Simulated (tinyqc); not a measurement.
The best anneal temperature for the time t: solubility, supersaturation, precipitation and gettering of an impurity in a silicon-like host. Computed by tinyqc, a small Python program. Command: `OMP_NUM_THREADS=1 python tinyqc.py 3030249 3030250 out.jsonl ripen walk`. One thread of a shared host (Intel(R) Xeon(R) Processor @ 2.30GHz), about 0.01 s of CPU time with the checks.

The wafer was saturated at T1 and is then held at T.

Inputs (values chosen for the exercise, for a model impurity):
```
quantity                                   value    unit
site density N0                            5e+22  1/cm^3
enthalpy of solution H                      1.56      eV
entropy of solution S                        3.4     k_B
diffusion prefactor D0                    0.0019  cm^2/s
migration energy Q                         0.474      eV
temperature of saturation T1                1275       K
anneal temperature T                         752       K
sink density n                           1.1e+08  1/cm^3
initial sink radius r0                        56      nm
impurity density in the precipitate C_p  5.6e+22  1/cm^3
interface energy gamma                      0.24   J/m^2
anneal time t                                 24       s
```

Constants: k_B = 8.617333262e-05 eV/K; k_B = 1.380649e-23 J/K.

Method:
- C_eq(T) = N0 exp(S/k_B - H/(k_B T)); D(T) = D0 exp(-Q/(k_B T)); C0 = C_eq(T1). Supersaturation s = C0/C_eq(T); critical radius r* = 2 gamma/(C_p k_B T ln s); barrier W* = (4 pi/3) gamma r*^2. Strain energy is left out.
- r_f = [r0^3 + 3 (C0 - C_eq)/(4 pi n C_p)]^(1/3), tau_f = 1/(4 pi n r_f D).
- Growing sinks: with y = r/r_f and y0 = r0/r_f, dy/dt = (1 - y^3)/(3 tau_f y), which integrates to t/tau_f = F(y) - F(y0), F(y) = (1/2) ln[(1 + y + y^2)/(1 - y)^2] - sqrt(3) arctan[(2y + 1)/sqrt(3)]; the share of the excess left is (1 - y^3)/(1 - y0^3), and C(t) = C_eq + (C0 - C_eq) x share.

C0 = 1.02154e+18 1/cm^3

Dissolved share after t:
```
T (K)     C_eq/C0  tau_f (s)  C(t)/C0
574    2.9469e-08     161.90  0.96080
663    2.0324e-06      44.73  0.79556
765    7.7468e-05      14.80  0.35007
867    1.2537e-03       6.35  0.04678
969    1.1291e-02       3.27  0.01259
1071   6.6906e-02       1.94  0.06691
1160   2.4473e-01       1.40  0.24473
1224   5.5344e-01       1.30  0.55344
```

What does the comparison show, and why?

The lowest dissolved share among these rows is 0.013 at 969 K. Above it solubility sets the floor; below it diffusion is too slow for this time. Solubility falls with H = 1.56 eV and diffusion with Q = 0.474 eV. Caution: the barrier to homogeneous nucleation is below 35 k_B T for these inputs, so new precipitates would form and outnumber the fixed sinks assumed here.

Extremes, crossings and ranges named in words are read from the listed rows.
